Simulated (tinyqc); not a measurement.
Inside a calculation. Model: off-state leakage of single and stacked transistors.

Program tinyqc, `OMP_NUM_THREADS=1 python tinyqc.py 2242110 2242111 out.jsonl`; Intel Xeon 2.30GHz, shared host, one thread, about 0.04 s. Printed values are rounded.

n-channel devices of unit width. Subthreshold current I(Vg, Vs, Vd) = I0 (T/300 K)^0.5 exp[(Vg - Vs - VT(T) - gb (Vs - Vb) + dd (Vd - Vs))/(nf Vt)] (1 - exp(-(Vd - Vs)/Vt)), VT(T) = VT - cT (T - 300 K). Gate-edge tunnelling Ig (Vd/1 V) exp(ag (Vd - 1 V)), for a gate at 0 V, and band-to-band leakage Ab u exp(-Bb/u), u = Vd - Vb + 1 V, flow at a drain held at V; both are taken as independent of T. In a stack of off transistors (all gates at 0 V) the same subthreshold current passes through each.

Inputs (values chosen for the exercise); values of the order met in bulk silicon logic transistors:
```
symbol,value,unit,meaning
T,300,K,temperature
V,1,V,supply voltage
VT,0.33,V,"threshold at 300 K, zero drain and body bias"
cT,0.6,mV/K,fall of the threshold with temperature
I0,0.12,uA/um,current at threshold at 300 K
nf,1.47,,slope factor
dd,0.1,,drain-induced lowering per volt
gb,0.21,,rise of the threshold per volt of source-body bias
Ig,0.0002,uA/um,gate-edge tunnelling current at 1 V
ag,3.9,1/V,exponential slope of the gate current
Ab,10,uA/(um V),prefactor of band-to-band leakage at the drain
Bb,24,V,its exponential voltage
Vb,-0.3,V,body voltage
```

Constants: q = 1.602176634e-19 C, kB = 1.380649e-23 J/K, Vt = kB T/q. Results are converted to the units shown.

## Leakage of one transistor

Vg = Vs = 0, Vd = V; effective threshold VT(T) - gb Vb - dd V.

effective threshold = 0.293 V
parts (nA/um): subthreshold 0.0537969, gate edge 0.2, band-to-band 0.676020
total = 0.929817 nA/um
shares (%): subthreshold 5.78575, gate edge 21.5096, band-to-band 72.7046

The band-to-band part is the largest.

## Starting value

Vx = dd V/(1 + gb + 2 dd), the solution for Vx well above Vt, rounded to three decimals.

Vx at the start = 0.071 V

## Iteration 1: new Vx

Stack of two, Vx the node between them: I_low = I(0, 0, Vx), I_up = I(0, Vx, V), f = ln(I_up/I_low), f' = -(1 + gb + 2 dd)/(nf Vt) - 1/(Vt (exp(Vx/Vt) - 1)) - 1/(Vt (exp((V - Vx)/Vt) - 1)), Vx(new) = Vx - f/f'.

I_low = 0.00436809 nA/um
I_up = 0.00465407 nA/um
f = 0.0634143
f' = -39.7548 1/V
Vx after iteration 1 = 0.0725951 V

## Iteration 2: new Vx

As before.

I_low = 0.00440446 nA/um
I_up = 0.00440506 nA/um
f = 1.36253e-4
f' = -39.5859 1/V
Vx after iteration 2 = 0.0725986 V

## Iteration 3: new Vx

As before.

I_low = 0.00440454 nA/um
I_up = 0.00440454 nA/um
f = 6.05436e-10
f' = -39.5856 1/V
Vx after iteration 3 = 0.0725986 V

## Course of the iteration

Stop when the step is below 1e-11 V, or after 40 iterations.

Course of the iteration:
```
iteration  Vx before the step (V)  step (V)
1                           0.071   1.60e-3
2                       0.0725951   3.44e-6
3                       0.0725986  1.53e-11
4                       0.0725986   < 1e-15
```

Converged in 4 iterations. The subthreshold current of the stack is 0.004405 nA/um, 12.2 times less than that of one transistor (the drain leakage is unchanged); the estimate exp[dd V (1 + gb + dd)/((1 + gb + 2 dd) nf Vt)] gives 11.5.
